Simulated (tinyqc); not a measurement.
## Punch-through p+-n junction, ionisation integral and breakdown: multiplication against voltage

A p+ layer at x < 0 and an n drift layer from x = 0 to L on an n+ substrate. Depletion approximation, built-in voltage neglected. Local ionisation coefficients alpha_n = an exp(-(bn/E)^mx), alpha_p = ap exp(-(bp/E)^mx). Electrons move towards +x, holes towards x = 0.

W = sqrt(2 eps0 eps_r V/(q N)), peak field E0 = q N W/(eps0 eps_r), falling linearly to 0 at W; if W > L the layer is punched through: W = L, E0 = V/L + q N L/(2 eps0 eps_r), falling linearly to E1 = V/L - q N L/(2 eps0 eps_r). G(x) = integral from 0 to x of (alpha_n - alpha_p); I_n = integral of alpha_n exp(-G) (electrons injected at x = 0), I_p = integral of alpha_p exp(G(end) - G) (holes injected at the far edge); M = 1/(1 - I). Integrals on a fine grid; BV is where I_n = 1. Here BV = 293.691 V; the Miller exponent is n = ln(1 - 1/M)/ln(V/BV).

Inputs (values chosen for the exercise); material values close to those of indium phosphide:
- eps_r = 12.4 (relative permittivity)
- an = 1.12e7 1/cm (prefactor of the electron ionisation coefficient)
- bn = 3.31e6 V/cm (field constant for electrons)
- ap = 4.8e6 1/cm (prefactor of the hole ionisation coefficient)
- bp = 2.58e6 V/cm (field constant for holes)
- mx = 1 (exponent)
- N = 1.5e15 cm^-3 (donor density of the drift layer)
- L = 10 um (thickness of the drift layer)

Constants: q = 1.602176634e-19 C, eps0 = 8.8541878128e-14 F/cm where lengths are in cm. Results are converted to the units shown.

Result of one run:

| E0 (kV/cm) | I_n | I_p | M_n | M_p | Miller n, electrons | Miller n, holes |
|---|---|---|---|---|---|---|
| 344 | 0.121 | 0.380 | 1.14 | 1.61 | 9.49 | 4.34 |

Which reverse voltage V gave this result: 117, 176, 235, 253 or 289 V?

V = 235 V.

The whole series:

| V (V) | E0 (kV/cm) | I_n | I_p | M_n | M_p | Miller n, electrons | Miller n, holes |
|---|---|---|---|---|---|---|---|
| 117 | 226 | 3.15e-4 | 0.00421 | 1.00 | 1.00 | 8.76 | 5.94 |
| 147 | 256 | 0.00222 | 0.0200 | 1.00 | 1.02 | 8.83 | 5.65 |
| 176 | 285 | 0.0102 | 0.0663 | 1.01 | 1.07 | 8.95 | 5.30 |
| 206 | 315 | 0.0388 | 0.179 | 1.04 | 1.22 | 9.16 | 4.85 |
| 235 | 344 | 0.121 | 0.380 | 1.14 | 1.61 | 9.49 | 4.34 |
| 253 | 362 | 0.233 | 0.552 | 1.30 | 2.23 | 9.77 | 3.98 |
| 270 | 379 | 0.427 | 0.737 | 1.75 | 3.80 | 10.1 | 3.63 |
| 282 | 391 | 0.656 | 0.872 | 2.90 | 7.82 | 10.4 | 3.37 |
| 289 | 398 | 0.843 | 0.950 | 6.39 | 19.8 | 10.6 | 3.22 |

M_n rises from 1.000 to 6.39 and M_p from 1.004 to 19.8; both diverge at BV. The Miller exponent for electrons rises from 8.76 to 10.6 and that for holes falls from 5.94 to 3.22, so one exponent describes neither over the whole range. The larger multiplication belongs to holes, whose coefficient at the peak field of the last row is 2.68 times the other.

Computed by the program tinyqc: `OMP_NUM_THREADS=1 python tinyqc.py 2120028 2120029 out.jsonl`, one thread of a shared Intel Xeon 2.30GHz, about 0.08 s for the whole run.
